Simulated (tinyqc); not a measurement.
Phonon transmission through an interface between two chains by Green functions: one step, computed by the program tinyqc.

Two semi-infinite chains (masses m_1, m_2; springs k_1, k_2), motion along the chain. The central region holds the end atom of each chain and two interlayer atoms of mass m_b, joined by springs k_b. lambda = omega^2 in eV/(angstrom^2 u); nu = 15.6333042 THz x sqrt(lambda).

Problem. Band tops and impedances. nu_max = 15.6333042 THz x 2 sqrt(k/m); impedance Z = sqrt(k m); long-wave transmission 4 Z_1 Z_2/(Z_1 + Z_2)^2; the probe frequency is the given share of the lower band top.

Inputs (values chosen for the exercise, for two model chains):
```
quantity,value,unit
mass m_1,77.3,u
spring k_1,2.34,eV/angstrom^2
mass m_2,41.6,u
spring k_2,2.6,eV/angstrom^2
probe frequency / lower band top,0.78,-
```

Atoms in the interlayer: two.

Constants: nu for 1 eV/(angstrom^2 u) = 15.6333042 THz.

Give: band top of chain 1; band top of chain 2; Z_1; Z_2; long-wave transmission; probe frequency.

Solution.

band top of chain 1 = 5.440 THz

band top of chain 2 = 7.817 THz

Z_1 = 13.45 sqrt(eV u)/angstrom

Z_2 = 10.4 sqrt(eV u)/angstrom

long-wave transmission = 0.9837

probe frequency = 4.243 THz
